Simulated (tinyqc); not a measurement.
# Frequency dispersion of an accumulation capacitance by border traps, distributed model: two studies

Traps spread evenly through the insulator exchange electrons with the semiconductor by tunnelling, with tau(x) = t0 exp(2 ka x) at depth x from the interface. The admittance per area Y seen at depth x obeys dY/dx = -Y^2/(i w eps0 eox) + q Nb ln(1 + i w tau)/tau, with Y(0) = i w Cs and w = 2 pi f; the gate sees Y(tox) = G + i w C. Working variable y = Y/(i w), in uF/cm^2. Cox = eps0 eox/tox.

Values chosen for this exercise; permittivity close to that of aluminium oxide:
- eox = 8.83 (relative permittivity of the insulator)
- tox = 4.2 nm (insulator thickness)
- Cs = 1 uF/cm^2 (semiconductor capacitance in accumulation)
- Nb = 3.3e18 cm^-3 eV^-1 (density of border traps)
- ka = 4.5 1/nm (decay constant of the wave function in the insulator)
- t0 = 1e-10 s (time constant of a trap at the interface)
- f = 10000 Hz (frequency)

Constants: q = 1.602176634e-19 C, eps0 = 8.8541878128e-14 F/cm where lengths are in cm. Results are converted to the units shown.

Each table varies one quantity; the others keep the values above.

## Capacitance and loss against frequency

Cox; trap-free value 1/(1/Cox + 1/Cs); response depth d = ln(1/(w t0))/(2 ka), where w tau = 1; lumped estimate: all traps within d act as C_bt = q Nb d placed at d/2, so C = 1/{1/[1/(1/Cs + d/(2 eps0 eox)) + C_bt] + (tox - d/2)/(eps0 eox)}. C and G from a fine integration; dispersion -d C/d log10 f over C, from f times and over 1.1. For a broad spread of time constants G/w is close to -(pi/2) dC/d ln w.

The same in every row: trap-free C (uF/cm^2) = 0.6505.

Capacitance and loss against frequency:
```
f (Hz)	d (nm)	C (uF/cm^2)	G/w (uF/cm^2)	dispersion (% a decade)	-(pi/2) dC/d ln w (uF/cm^2)	lumped C (uF/cm^2)
10	2.098	0.7136	0.006184	1.270	0.006182	0.7090
100	1.843	0.7047	0.005874	1.221	0.005871	0.7006
1000	1.587	0.6964	0.005577	1.174	0.005575	0.6925
10000	1.331	0.6884	0.005294	1.127	0.005293	0.6848
1e5	1.075	0.6808	0.005024	1.081	0.005022	0.6775
1e6	0.8192	0.6737	0.004764	1.036	0.004763	0.6705
1e7	0.5633	0.6669	0.004509	0.9924	0.004515	0.6639
```

What does the table show?

C falls from 0.7136 to 0.6669 uF/cm^2, towards the trap-free 0.6505; each decade of frequency removes ln 10/(2 ka) = 0.256 nm from the response depth. The dispersion falls from 1.27 to 0.992 % a decade and G/w falls from 0.00618 to 0.00451 uF/cm^2. G/w lies between 0.999 and 1.00 times -(pi/2) dC/d ln w, the relation for a broad spread of time constants.

## Effect of the density of border traps

Same model as above.

The same in every row: d (nm) = 1.331; trap-free C (uF/cm^2) = 0.6505.

Effect of the density of border traps:
```
Nb (cm^-3 eV^-1)	C (uF/cm^2)	G/w (uF/cm^2)	dispersion (% a decade)	-(pi/2) dC/d ln w (uF/cm^2)	lumped C (uF/cm^2)
1e18	0.6622	0.001643	0.3637	0.001643	0.6611
2e18	0.6737	0.003253	0.7075	0.003252	0.6715
6e18	0.7182	0.009363	1.910	0.009359	0.7118
1e19	0.7606	0.01499	2.888	0.01498	0.7500
3e19	0.9453	0.03741	5.793	0.03736	0.9152
7e19	1.217	0.06436	7.731	0.06417	1.154
2e20	1.681	0.09547	8.276	0.09491	1.551
4e20	1.981	0.1084	7.961	0.1076	1.792
```

What does the table show?

As Nb goes from 1e18 to 4e20, C rises from 0.662 to 1.98 uF/cm^2, the dispersion goes from 0.364 through a maximum of 8.28 (at Nb = 2e20 among the rows listed) to 7.96 % a decade and G/w rises from 0.00164 to 0.108 uF/cm^2. The lumped estimate is 0.16 % below C in the first row and 9.5 % below it in the last. The dispersion goes as Nb^(0.96) between the first two rows and Nb^(-0.06) between the last two: dense traps near the interface screen those behind them.

tinyqc, about 0.3 s, one thread, Intel Xeon 2.30GHz (shared host): `OMP_NUM_THREADS=1 python tinyqc.py 2202244 2202245 out.jsonl`
